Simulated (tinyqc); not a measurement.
Inside a calculation. Model: lossy package transmission line with skin effect.

Computed by the program tinyqc: `OMP_NUM_THREADS=1 python tinyqc.py 2810165 2810166 out.jsonl`, one thread of a shared Intel Xeon 2.30GHz, about 0.01 s for the whole run. Printed values are rounded.

A uniform line in a homogeneous dielectric: c = sqrt(er)/(c0 Z0), l = Z0 sqrt(er)/c0 (c0 = 299792458 m/s), g = w c td, w = 2 pi f. The resistance joins its limits as r = sqrt(r_dc^2 + r_hf^2), with r_dc = rho/(wd th), r_hf = kr rho/(2 delta (wd + th)), delta = sqrt(rho/(pi f mu0)), mu0 = 4 pi 1e-7 H/m; this is an interpolation, and internal inductance, up to 0.05 nH/mm at low frequency, is neglected.

Inputs (values chosen for the exercise): width of the strip wd = 31 um; thickness of the strip th = 9.2 um; resistivity rho = 1.8 uohm cm; relative permittivity er = 3; loss tangent td = 0.02; lossless impedance sqrt(l/c) Z0 = 35 ohm; factor for crowding and the return path kr = 1.5; length len = 9.7 mm; source resistance Rg = 50 ohm; load resistance RL = 1000 ohm; load capacitance CL = 300 fF; frequency f = 26 GHz.

## Line constants

delta, r_dc, r_hf, r, l, c and g as defined.

delta = 0.418764 um
r_dc = 0.0631136 ohm/mm
r_hf = 0.801933 ohm/mm
r = 0.804413 ohm/mm
l = 0.202212 nH/mm
c = 165.071 pF/m
g = 0.539331 S/m

r is 12.7 times r_dc; the skin depth is 0.0455 of the thickness.

## Propagation constant and impedance

gamma = sqrt((r + i w l)(g + i w c)) = alpha + i beta, Zc = sqrt((r + i w l)/(g + i w c)), roots with positive real part; loss 8.685889638 alpha in dB; phase velocity w/beta.

gamma len = 0.20302+9.15516i
Zc = 35.0016-0.0761i ohm
loss = 0.181794 dB/mm
phase velocity over c0 = 0.577349
r/(w l) = 0.0243510

r is below w l; the low-loss estimate 8.686 (r/(2 Z0) + g Z0/2) gives 0.182 dB/mm.

## Reflection, input impedance and transfer

ZL = 1/(1/RL + i w CL); reflection (ZL - Zc)/(ZL + Zc); Zin = Zc (ZL + Zc tanh(gamma len))/(Zc + ZL tanh(gamma len)); H = V_load/V_source = [Zin/(Zin + Rg)]/[cosh(gamma len) + (Zc/ZL) sinh(gamma len)].

ZL = 0.4162-20.3960i ohm
reflection at the load = -0.483380-0.853122i
Zin = 14.3016-32.7876i ohm
H = -0.214686+0.256063i
|H| = -9.52107 dB
